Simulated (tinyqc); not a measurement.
Electron mobility in a silicon inversion layer, empirical terms and Matthiessen rule: universality: two dopings at the same effective field.

Inversion layer of sheet density Ns on a uniformly doped body, under a high-permittivity gate with an interlayer. The mobility terms are empirical power laws with prefactors chosen for the exercise; adding their inverses (Matthiessen) is itself an approximation.

ni = sqrt(Nc Nv) exp(-Eg/(2 Vt)), Eg in volts; Ndep = sqrt(2 eps0 eps_r Nb (2 Vt ln(Nb/ni) + Vsb)/q); E = q (Ndep + eta Ns)/(eps0 eps_r), in MV/cm. With t = T/(300 K): muC = Ac (Ns/1e12 cm^-2) t/(Nb/1e17 cm^-3 + Nit/1e11 cm^-2), muP = Ap E^(-1/3) t^(-1.75), muS = As E^(-gs), muR = Ar exp(2 ti/lr)/t; 1/mu is the sum of the inverses. For each E, Ns is chosen to give that field on bodies with Nb = 7e15 and 5.5e16 cm^-3; the last column leaves out muC.

Parameters, values chosen for the exercise; material values close to those of silicon:
```
symbol    value        unit                                                meaning
T           325           K                                            temperature
Eg         1.13          eV                                               band gap
eps_r      11.7                         relative permittivity of the semiconductor
Nc      3.11e19       cm^-3                 conduction-band density of states at T
Nv      2.93e19       cm^-3                    valence-band density of states at T
Vsb           0           V                                      reverse body bias
eta         0.5              weight of the inversion charge in the effective field
Ap          474  cm^2/(V s)           phonon-limited mobility at 1 MV/cm and 300 K
As          944  cm^2/(V s)                  roughness-limited mobility at 1 MV/cm
gs            2                                     exponent of the roughness term
Ac         2200  cm^2/(V s)                                      Coulomb prefactor
Nit      1.1e11       cm^-2                                charge at the interface
Ar          290  cm^2/(V s)              remote-phonon mobility without interlayer
ti          0.4          nm                                   interlayer thickness
lr          0.6          nm                         decay length of remote phonons
```

Constants: q = 1.602176634e-19 C, kB = 1.380649e-23 J/K, Vt = kB T/q, eps0 = 8.8541878128e-14 F/cm where lengths are in cm. Results are converted to the units shown.

Results:

| E (MV/cm) | Ns, light body (cm^-2) | mu, light (cm^2/(V s)) | Ns, heavy body (cm^-2) | mu, heavy (cm^2/(V s)) | without muC (cm^2/(V s)) |
|---|---|---|---|---|---|
| 0.122 | 1.088e12 | 376.6 | 9.118e10 | 102.1 | 453.7 |
| 0.173 | 1.748e12 | 377.4 | 7.507e11 | 303.9 | 422.2 |
| 0.347 | 3.998e12 | 340.1 | 3.001e12 | 328.0 | 354.9 |
| 0.492 | 5.873e12 | 308.6 | 4.876e12 | 303.1 | 316.8 |
| 0.697 | 8.524e12 | 269.6 | 7.527e12 | 267.2 | 273.9 |
| 0.988 | 1.229e13 | 223.4 | 1.129e13 | 222.4 | 225.4 |
| 1.4 | 1.762e13 | 172.3 | 1.662e13 | 171.9 | 173.1 |

Estimate the missing row, E = 0.245 MV/cm.

Computed row:

| E (MV/cm) | Ns, light body (cm^-2) | mu, light (cm^2/(V s)) | Ns, heavy body (cm^-2) | mu, heavy (cm^2/(V s)) | without muC (cm^2/(V s)) |
|---|---|---|---|---|---|
| 0.245 | 2.679e12 | 363.6 | 1.682e12 | 335.7 | 389.6 |

With this row back in the table: The heavily doped body has 0.271 of the mobility of the light one in the first row and 0.998 in the last; there they lie 0.72 % below and 0.48 % below the curve without Coulomb scattering, which depends on E alone. The heavy body leaves that curve at low E because its field comes mostly from depletion charge and few carriers screen.

Numbers from tinyqc (`OMP_NUM_THREADS=1 python tinyqc.py 2510116 2510117 out.jsonl`; about 0.01 s on one thread of a shared Intel Xeon 2.30GHz).
